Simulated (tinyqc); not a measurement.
# Undoped symmetric double-gate MOSFET, analytic potential model: what changes with what

An undoped body of thickness ts between two equal insulators and tied gates; long channel, electrons only, n = ni exp((psi - V)/Vt) with V the quasi-Fermi potential (0 at the source, Vd at the drain), constant mobility, no quantisation. Across the body psi(x) = V - 2 Vt ln[(ts/(2 beta)) sqrt(q ni/(2 eps0 eps_r Vt)) cos(2 beta x/ts)], x from the centre. Q is the electron charge per area of the whole body.

Parameters, values chosen for the exercise; material values close to those of silicon:
```
symbol,value,unit,meaning
T,400,K,temperature
Eg,1.12,eV,band gap
eps_r,11.7,,relative permittivity of the semiconductor
Nc,4.39e19,cm^-3,conduction-band density of states at T
Nv,4.13e19,cm^-3,valence-band density of states at T
eox,25.2,,relative permittivity of the gate insulator
tox,8.2,nm,insulator thickness
ts,12,nm,body thickness
dphi,0.02,V,gate work function less that of the intrinsic body
mu,360,cm^2/(V s),channel mobility
L,0.5,um,gate length
Vd,0.05,V,drain voltage
```

Constants: q = 1.602176634e-19 C, kB = 1.380649e-23 J/K, Vt = kB T/q, eps0 = 8.8541878128e-14 F/cm where lengths are in cm. Results are converted to the units shown.

Each table varies one quantity; the others keep the values above.

## Output curve

ni = sqrt(Nc Nv) exp(-Eg/(2 Vt)), Eg in volts; r = eps_r tox/(eox ts); V0 = dphi + 2 Vt ln[(2/ts) sqrt(2 eps0 eps_r Vt/(q ni))]. beta (between 0 and pi/2) solves (Vg - V0 - V)/(2 Vt) = ln(beta) - ln(cos beta) + 2 r beta tan(beta). Q = 8 eps0 eps_r Vt beta tan(beta)/ts; I = mu (1/L)(4 eps0 eps_r/ts)(2 Vt)^2 [g(beta_s) - g(beta_d)] per width, g = beta tan(beta) - beta^2/2 + r beta^2 tan^2(beta), with beta_s at V = 0 and beta_d at V = Vd.

In this table Vg = 1.06 V.

Output curve:
```
Vd (V),Qd (nC/cm^2),Qd/Qs,I (uA/um)
0.12,1848,0.7686,183.6
0.22,1403,0.5837,300.5
0.33,944.7,0.3929,393.2
0.43,570.3,0.2372,447.4
0.54,235.8,0.09806,478.7
0.65,42.10,0.01751,488.5
0.75,3.163,0.001315,489.6
0.85,0.1781,7.407e-5,489.7
0.96,0.007334,3.050e-6,489.7
```

Read the table: what changes, and by how much?

The current rises from 184 to 490 uA/um, while the charge at the drain end falls from 0.77 to 3.1e-6 of that at the source. The current first comes within 1 % of its last value at Vd = 0.65 V among the rows. Over the last rows Qd falls by a factor of e for each Vt of drain voltage: the drain end is in weak inversion. In every row the surface density at the source passes 0.3 Nc, where Boltzmann statistics fail. For Vd = 0.43 to 0.96 V mu V/L, with V the smaller of Vd and Vg - V0, passes 3e6 cm/s, so velocity saturation would lower the current.

## Effect of the gate work function less that of the intrinsic body

Q = 8 eps0 eps_r Vt beta tan(beta)/ts; I = mu (1/L)(4 eps0 eps_r/ts)(2 Vt)^2 [g(beta_s) - g(beta_d)] per width, g = beta tan(beta) - beta^2/2 + r beta^2 tan^2(beta), with beta_s at V = 0 and beta_d at V = Vd.  I(low) is taken at Vg = 0.21 V, Qs and I(high) at Vg = 0.96 V.

Results:
```
dphi (V),V0 (V),I(low) (nA/um),Qs(high) (nC/cm^2),I(high) (uA/um)
-0.13,0.3081,246.6,2642,90.83
-0.08,0.3581,60.68,2404,82.33
-0.03,0.4081,14.40,2170,73.96
0.02,0.4581,3.386,1939,65.72
0.07,0.5081,0.7943,1712,57.64
0.17,0.6081,0.04366,1275,42.10
```

Estimate the missing row, dphi = 0.12 V.

Computed row:
```
dphi (V),V0 (V),I(low) (nA/um),Qs(high) (nC/cm^2),I(high) (uA/um)
0.12,0.5581,0.1862,1491,49.75
```

With this row back in the table: As dphi goes from -0.13 to 0.17 V, I(low) falls from 247 to 0.0437 nA/um and I(high) falls from 90.8 to 42.1 uA/um. V0 rises from 0.308 to 0.608 V. In every row the surface density at the source at the higher gate voltage passes 0.3 Nc, where Boltzmann statistics fail.

## Transfer curve and volume inversion

Same model as above.

The drop is psi(surface) - psi(centre) at the source end; C = dQs/dVg, Cg = 2 eps0 eox/tox; gm = dI/dVg.

Transfer curve and volume inversion:
```
Vg (V),Qs (nC/cm^2),drop (mV),C/Cg,I (uA/um),gm/I (1/V)
0.16,0.041801,0.0060524,2.2276e-4,7.9430e-4,29.005
0.25,0.56661,0.082010,0.0030067,0.010784,28.929
0.33,5.5424,0.79941,0.028276,0.10710,28.223
0.42,52.018,7.2657,0.19654,1.1297,22.813
0.51,211.17,26.577,0.44152,5.6346,13.229
0.6,469.23,50.896,0.59942,14.076,7.8233
0.68,751.16,71.016,0.68984,23.743,5.4848
0.77,1107.0,90.531,0.75845,36.189,4.0155
0.86,1490.6,106.98,0.80522,49.754,3.1252
```

The current rises from 7.94e-4 to 49.8 uA/um. In the first row gm/I is 29.0 1/V, 0.021 % below 1/Vt: with no depletion charge the whole body follows the gate, and the swing is ideal. The drop between surface and centre goes from 0.0061 to 107 mV and passes Vt at Vg = 0.6 V among the rows; below that the density varies across the body by less than a factor of e (volume inversion). C reaches 0.81 of Cg in the last row. For Vg = 0.68 to 0.86 V the surface density at the source passes 0.3 Nc, where Boltzmann statistics fail.

Computed by the program tinyqc: `OMP_NUM_THREADS=1 python tinyqc.py 2440008 2440009 out.jsonl`, one thread of a shared Intel Xeon 2.30GHz, about 0.01 s for the whole run.
